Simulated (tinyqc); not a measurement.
Estimate of lattice thermal conductivity from elastic moduli (Slack, Klemens and Cahill formulas): one step, computed by the program tinyqc.

An isotropic solid.

Problem. Conductivity of the perfect crystal. Slack, an estimate for T near or above Theta_a: kappa = A M Theta_a^3 delta n^(1/3)/(gamma^2 T) in W/(m K), with M in u, delta = V^(1/3) in angstrom, Theta_a = Theta n^(-1/3) and A = 2.43e-6/(1 - 0.514/gamma + 0.228/gamma^2).

Inputs (values chosen for the exercise, for a model crystal):

| quantity | value | unit |
|---|---|---|
| volume per atom V | 9.41 | angstrom^3 |
| mean atomic mass M | 93.7 | u |
| atoms per primitive cell n | 8 | - |
| temperature T | 900 | K |

Grueneisen parameter: from thermal expansion.

Debye temperature Theta = 132.3270 K

Grueneisen parameter gamma = 1.981873

Give: acoustic Debye temperature Theta_a; A; kappa of the perfect crystal.

Solution.

acoustic Debye temperature Theta_a = 66.16 K

A = 3.042e-06

kappa of the perfect crystal = 0.09862 W/(m K)
